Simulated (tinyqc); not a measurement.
## Metal gate on a two-layer dielectric stack with fixed charge and a dipole: flat band against the thickness t2

Gate, layer 2, layer 1, p-type semiconductor; x runs from the gate inwards. Charges are counted in units of +q. psi is the band bending at the surface, positive towards inversion. Classical charge, Boltzmann statistics, no interface traps.

EOT = 3.9 (t1/e1 + t2/e2), Cox = eps0/(t1/e1 + t2/e2); phi_ms = pM - (chi + Eg - Vt ln(Nv/Na)). Vfb = phi_ms + Vd - (q/eps0) [Q1 (t1/e1 + t2/e2) + Q2 t2/e2 + r1 (t1^2/(2 e1) + t1 t2/e2) + r2 t2^2/(2 e2)]: each charge counts with its electrical distance from the gate. ni = sqrt(Nc Nv) exp(-Eg/(2 Vt)), Eg in volts, pB = Vt ln(Na/ni), Vth = Vfb + 2 pB + sqrt(4 q eps0 eps_r Na pB)/Cox.

Inputs (values chosen for the exercise); band and dielectric values close to those of In0.53Ga0.47As, layer 1 close to aluminium oxide, layer 2 close to hafnium oxide: temperature T = 300 K; band gap Eg = 0.738 eV; relative permittivity eps_r = 13.8; conduction-band density of states at T Nc = 2.14e17 cm^-3; valence-band density of states at T Nv = 7.73e18 cm^-3; electron affinity chi = 4.46 eV; acceptor density Na = 1.6e18 cm^-3; work function of the gate metal pM = 4.37 eV; thickness of layer 1, next to the semiconductor t1 = 0.8 nm; relative permittivity of layer 1 e1 = 9.25; relative permittivity of layer 2 e2 = 22; fixed charge at the semiconductor interface Q1 = 1.4e12 cm^-2; fixed charge between the layers Q2 = 4e11 cm^-2; uniform charge density in layer 1 r1 = 1.7e18 cm^-3; uniform charge density in layer 2 r2 = -7.3e18 cm^-3; flat-band shift by a dipole layer between the layers Vd = 0.29 V.

Constants: q = 1.602176634e-19 C, kB = 1.380649e-23 J/K, Vt = kB T/q, eps0 = 8.8541878128e-14 F/cm where lengths are in cm. Results are converted to the units shown.

Flat band against the thickness t2:

| t2 (nm) | EOT (nm) | Vfb (V) | Vth (V) |
|---|---|---|---|
| 1 | 0.5146 | -0.5332 | 0.3182 |
| 2.3 | 0.7450 | -0.5410 | 0.3561 |
| 3.6 | 0.9755 | -0.5387 | 0.4042 |
| 4.9 | 1.206 | -0.5262 | 0.4624 |
| 6.1 | 1.419 | -0.5057 | 0.5251 |
| 7.4 | 1.649 | -0.4737 | 0.6028 |
| 8.7 | 1.880 | -0.4316 | 0.6906 |
| 10 | 2.110 | -0.3793 | 0.7887 |

Vfb goes from -0.533 through a minimum of -0.541 (at t2 = 2.3 nm among the rows listed) to -0.379 V and Vth rises from 0.318 to 0.789 V. The slope dVfb/dEOT is -33.9 mV/nm between the first two rows and 227 between the last two: the charge inside the growing layer bends the line. A line through the end rows meets EOT = 0 at -0.583 V, against phi_ms + Vd = -0.497 V; an effective work function read from it is off by 204 mV from pM. In every row Na exceeds a tenth of Nv, where Boltzmann statistics begin to fail.

Computed by the program tinyqc: `OMP_NUM_THREADS=1 python tinyqc.py 2010154 2010155 out.jsonl`, one thread of a shared Intel Xeon 2.30GHz, about 0.01 s for the whole run.
